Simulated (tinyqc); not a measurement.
The diagram with and without ligand: potential-pH (Pourbaix) lines of a metal, its cation, its oxide and an oxyanion, with a complexing ligand. Computed by tinyqc, a small Python program. Command: `OMP_NUM_THREADS=1 python tinyqc.py 3030360 3030361 out.jsonl pourb walk`. One thread of a shared host (Intel(R) Xeon(R) Processor @ 2.30GHz), about 0.01 s of CPU time with the checks.

Potentials are against the standard hydrogen electrode; solids and water have unit activity; dG_f of M, H+ and the electron is zero; F = e N_A and s = R T ln(10)/F. The cation carries z = 2.

Inputs (values chosen for the exercise, modelled on zinc):
```
quantity,value,unit
dG_f of the cation,-149.9,kJ/mol
dG_f of the oxide,-319.75,kJ/mol
dG_f of the oxyanion,-398.62,kJ/mol
dG_f of water,-237.14,kJ/mol
temperature T,298.15,K
log10 of the dissolved activity a,-4,-
log10 of the stability constant beta of ML,11,-
pKa of HL,6.9,-
total ligand c_L,0.018,mol/L
```

Species: M, M2+, MO, MO2(2-).

Constants: R = 8.314462618 J/(mol K); e = 1.602176634e-19 C; N_A = 6.02214076e+23 1/mol.

Method. M2+ + 2e = M; MO + 2H+ + 2e = M + H2O; MO2(2-) + 4H+ + 2e = M + 2H2O. For each, E0 = -dG/(z F), and E = E0 + (s/z) log10 a - (s n_H/z) pH, with no activity term for the oxide. The free ligand is c_L/(1 + 10^(pKa - pH)) (ligand in excess); dissolved metal is a in all, so the free cation is a/alpha, alpha = 1 + beta [L]; the cation line drops by (s/z) log10 alpha.

E0 (V): cation -0.776802, oxide -0.428096, oxyanion 0.392080

s = 0.0591593 V

Lines against the metal (V); the species with the lowest line is stable above it:
```
pH,cation,oxide,oxyanion,stable above,cation with ligand,"stable above, ligand"
0,-0.89512,-0.4281,0.2738,cation,-0.9648,dissolved
2,-0.89512,-0.5464,0.0371,cation,-1.0239,dissolved
4,-0.89512,-0.6647,-0.1995,cation,-1.0831,dissolved
5,-0.89512,-0.7239,-0.3178,cation,-1.1125,dissolved
6,-0.89512,-0.7831,-0.4362,cation,-1.1407,dissolved
7,-0.89512,-0.8422,-0.5545,cation,-1.1614,dissolved
8,-0.89512,-0.9014,-0.6728,oxide,-1.1679,dissolved
9,-0.89512,-0.9605,-0.7911,oxide,-1.1688,dissolved
10,-0.89512,-1.0197,-0.9094,oxide,-1.1689,dissolved
12,-0.89512,-1.1380,-1.1461,oxyanion,-1.1689,dissolved
14,-0.89512,-1.2563,-1.3827,oxyanion,-1.1689,oxyanion
```

What does the comparison show, and why?

Without ligand the oxide holds 3 of the eleven rows (pH 8 to 10), with it 0. The ligand acts once beta [L] exceeds 1, from pH = pKa - log10(beta c_L) = -2.4 on, that is in all rows; its line then falls by at most s/z per pH unit and flattens beyond pKa, 0.274 V below the free cation at most. The oxide line falls faster, by s per pH unit.

Extremes, crossings and ranges named in words are read from the listed rows.
